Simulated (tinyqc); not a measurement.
Gaps against pressure: band gaps under pressure and temperature from deformation potentials.

Murnaghan: V/V0 = (1 + Bp P/B0)^(-1/Bp), B0 = (C11 + 2 C12)/3. Each gap moves by a ln(V/V0) with its volume potential a, and falls with temperature by aV T^2/(T + bV) (Varshni); the two effects are added. No change of phase is considered.

Values chosen for the exercise (near those of GaSb, the X and L potentials typical of such crystals; shifted at random, so the results belong to these values and not to a real crystal): Eg = 0.822 eV (gap at Gamma to the s-like level at 0 K, 0 GPa); EgX = 1.131 eV (gap to X at 0 K, 0 GPa); EgL = 0.882 eV (gap to L at 0 K, 0 GPa); C11 = 87.4 GPa; C12 = 39.9 GPa; Bp = 4.36 (pressure derivative of the bulk modulus); aG = -8.2 eV (volume potential of the Gamma gap); aX = 1.52 eV (volume potential of the X gap); aL = -2.82 eV (volume potential of the L gap); aV = (0.414, 0.489, 0.593) meV/K (Varshni alpha of Gamma, X, L); bV = (140, 94, 141) K (Varshni beta of Gamma, X, L); T = 300 K (temperature).

The last column is the linear form E0 + c1 P for Gamma, c1 = -aG/B0.

Gaps (eV):
```
P (GPa)  ln(V/V0)  Gamma      X      L  lowest  Gamma, linear
0.00       0.0000  0.737  1.019  0.761   Gamma          0.737
1.00      -0.0173  0.879  0.993  0.810       L          0.884
2.00      -0.0333  1.011  0.969  0.855       L          1.032
3.00      -0.0484  1.134  0.946  0.897       L          1.179
4.00      -0.0624  1.249  0.924  0.937       X          1.326
6.00      -0.0883  1.461  0.885  1.010       X          1.620
7.00      -0.1002  1.559  0.867  1.043       X          1.767
8.00      -0.1115  1.651  0.850  1.075       X          1.914
```

Give the missing row, P (GPa) = 5.00.

Computed row:
```
P (GPa)  ln(V/V0)  Gamma      X      L  lowest  Gamma, linear
5.00      -0.0757  1.358  0.904  0.975       X          1.473
```

Over 8 GPa Gamma moves by +0.914, L by +0.314 and X by -0.169 eV. The lowest valley changes: Gamma to L between 0.00 and 1.00 GPa, L to X between 3.00 and 4.00 GPa, and the fundamental gap peaks at 0.924 eV on these points. The linear form overshoots by 263 meV at the end, because the crystal stiffens; the gap is linear in ln V, not in P. Rows above about 7 GPa lie beyond the phase change of the real crystal.

Program tinyqc; command `OMP_NUM_THREADS=1 python tinyqc.py 1081444 1081445 out.jsonl`; about 0.01 s on one thread of a shared Intel(R) Xeon(R) Processor @ 2.30GHz.
